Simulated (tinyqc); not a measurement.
# Changing the edge of the cubic cell L

Model: correction of a charged-defect supercell by a model charge and potential alignment (plane-averaged potentials). Computed by tinyqc, a small Python program. Command: `OMP_NUM_THREADS=1 python tinyqc.py 3110754 3110755 out.jsonl align sweep`. One thread of a shared host (Intel(R) Xeon(R) Processor @ 2.30GHz), about 0.02 s of CPU time with the checks.

The "true" defect charge is (1 - x) q in a Gaussian of width sigma plus x q in one of width sigma_t, so the exact answer is known; the correction sees only a single model Gaussian of width sigma_m. A Gaussian of width s has the transform rho(G) = exp(-G^2 s^2/2), normalised to 1. A uniform background cancels q, so G = 0 is left out. Potentials are those felt by a unit positive charge. E_0 is the formation energy of the isolated defect, E_cell its value in the supercell, E_lat = E_iso - E_per of the model charge, C the true less the model potential far from the defect; the exact correction is E_0 - E_cell, and the error of a scheme is E_cell plus its correction less E_0.

Inputs (values chosen for the exercise, with screening close to that of diamond):
```
quantity,value,unit
defect charge q,-1,e
dielectric constant eps,5.57,-
width sigma of the true defect charge,1.2,angstrom
width sigma_m of the model charge,1,angstrom
share x of the charge in a wide tail,0.19,-
width sigma_t of the tail,2.6,angstrom
formation energy of the isolated defect E_0,4.98,eV
```

Constants: e^2/(4 pi eps_0) = 14.39964548 eV angstrom.

Method:
- Periodic energy E_per = (2 pi q^2/(eps L^3)) (e^2/(4 pi eps_0)) sum_(G != 0) rho(G)^2/G^2, G = (2 pi/L)(n1, n2, n3), |n_i| <= 16. Isolated energy: two Gaussians of charges q_a, q_b and widths a, b interact by q_a q_b (e^2/(4 pi eps_0 eps)) sqrt(2/pi)/sqrt(a^2 + b^2), and the self-energy is half the sum over pairs.
- Supercell value E_cell = E_0 + E_per - E_iso for the true charge.
- E_lat = E_iso - E_per for the model charge; point-charge value alpha q^2 e^2/(4 pi eps_0 eps 2 L) with alpha = 2.837297.
- Plane-averaged potential at distance z from the defect: V(z) = (4 pi q/(eps L^3)) (e^2/(4 pi eps_0 e)) sum_(m != 0) rho(G_m) cos(G_m z)/G_m^2, G_m = 2 pi m/L, |m| <= 40.
- C = difference at z = L/2; E_corr = E_cell + E_lat - q C. For charges that have died out at L/2, C = (2 pi q/(eps L^3)) (e^2/(4 pi eps_0 e)) (<s^2> - sigma_m^2), <s^2> = (1 - x) sigma^2 + x sigma_t^2.

One run for each value:
```
edge of the cubic cell L (angstrom),exact correction (eV),error with the point-charge term alone (meV),alignment C (V),error with alignment (rounded to 1e-4 meV) (meV)
12.1,0.28066,22.443,-0.012561,7.1370e-01
15.1,0.23132,11.562,-0.006769,7.4500e-02
16.6,0.21223,8.703,-0.005130,2.2100e-02
18.1,0.19591,6.713,-0.003968,6.2000e-03
19.6,0.18183,5.287,-0.003128,1.6000e-03
21.1,0.16958,4.238,-0.002508,4.0000e-04
```

Give the missing row, edge of the cubic cell L (angstrom) = 13.6.

Computed row; columns: (1) edge of the cubic cell L (angstrom); (2) exact correction (eV); (3) error with the point-charge term alone (meV); (4) alignment C (V); (5) error with alignment (rounded to 1e-4 meV) (meV):
```
(1)       (2)     (3)        (4)         (5)
13.6  0.25385  15.821  -0.009127  2.3700e-01
```

Interpolating between the two neighbouring rows (linearly) misses most in error with alignment (rounded to 1e-4 meV) (meV), by 66 %. Over the rows, exact correction (eV) falls from 0.281 to 0.170 (exponent d ln y / d ln x -0.86 between the first rows and -0.95 between the last); error with the point-charge term alone (meV) falls from 22.4 to 4.24 (exponent d ln y / d ln x about -3.0 throughout); alignment C (V) rises from -0.0126 to -0.00251 (exponent d ln y / d ln x -2.7 between the first rows and -3.0 between the last). At the high end the exponent of exact correction is -0.95, close to -1: the point-charge term. The exponent of error with the point-charge term alone stays between -3.00 and -2.99, near -3: the next term after the point charge. At the high end the exponent of alignment C is -3.00, close to -3: a second moment over the volume.  Left out: 10.6 (the charge overlaps its images).
